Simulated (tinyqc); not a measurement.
Via and link resistance from two via chains.

Problem. A chain of 1000 vias joined by 1000 metal links has R = 1000 (Rv + Rlink), with Rlink proportional to the link length. Find Rv, Rlink for length L, and the value of Rv that the short chain would give if the links were ignored.

resistance of chains of 1000 links with link lengths L and 3 L (ohm): [48900, 56700]

Answer. R per link is a straight line in the link length; its intercept at zero length is Rv.

Rv = 45.00 ohm
Rlink = 3.900 ohm
Rv without correction = 48.90 ohm

Numbers from tinyqc (`OMP_NUM_THREADS=1 python tinyqc.py 2750165 2750166 out.jsonl`; about 0.01 s on one thread of a shared Intel Xeon 2.30GHz).
